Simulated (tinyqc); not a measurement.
Four-point probe, van der Pauw, Hall and spreading-resistance readings of a semiconductor layer: one step, computed by the program tinyqc.

The layer is uniform and ohmic; contacts are points unless a radius is given.

Task: Four-point voltage. Collinear probes with equal spacing on a layer with insulating backing: images at depth 2 m t give V = (rho I/(2 pi s)) G, G = 1 + 4 sum_(m>=1) [1/sqrt(1 + (2 m u)^2) - 1/sqrt(4 + (2 m u)^2)], u = t/s; the sum runs to m = 20000, with the tail 3/(32 u^3 M^2) added to the sum for M = 20000. Limits: thick, rho = 2 pi s V/I; thin on an insulator, rho = (pi/ln 2) t V/I.

Inputs (values chosen for the exercise, modelled on n-type silicon): layer thickness t = 260 micrometre; probe spacing s = 1 mm; current I = 0.3 mA.

Backing of the layer: insulating.

resistivity rho = 0.8436752 ohm cm

Give: t/s; G; voltage V; rho by the thick formula; rho by the thin formula.

Result:

t/s = 0.26

G = 5.332

voltage V = 2.148 mV

rho by the thick formula = 4.498 ohm cm

rho by the thin formula = 0.8437 ohm cm

The thick formula is off by +433.2 % and the thin one by 0.0 %.
